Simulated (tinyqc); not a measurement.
Luttinger-Kohn k.p, four valence bands, step by step. One step of it, computed by the program tinyqc.

Problem. Bloch Hamiltonian at k. P = c g1 k^2, Q = c g2 (kx^2 + ky^2 - 2 kz^2), R = c sqrt3 [-g2 (kx^2 - ky^2) + 2i g3 kx ky], S = 2 c sqrt3 g3 (kx - i ky) kz, c = hbar^2/2m = 3.809982 eV angstrom^2; rows [P+Q, -S, R, 0], [-S*, P-Q, 0, R], [R*, 0, P-Q, S], [0, R*, S*, P+Q]. The path ends lie at |k| = 0.05 1/angstrom.

Luttinger parameters chosen for this model; energies are counted downward from the top of the valence band:
```
parameter,value,unit
g1,4.560000,
g2,1.300000,
g3,1.780000,
```

k point k (1/angstrom): -0.039000  -0.017000  0.015000

Give: H(k) at k.

Solution.

H(k) at k (eV), lower triangle (Hermitian):
```
,3/2,1/2,-1/2,-3/2
3/2,0.042
1/2,0.014+0.006i,0.029
-1/2,-0.011-0.016i,0.000,0.029
-3/2,0.000,-0.011-0.016i,-0.014-0.006i,0.042
```
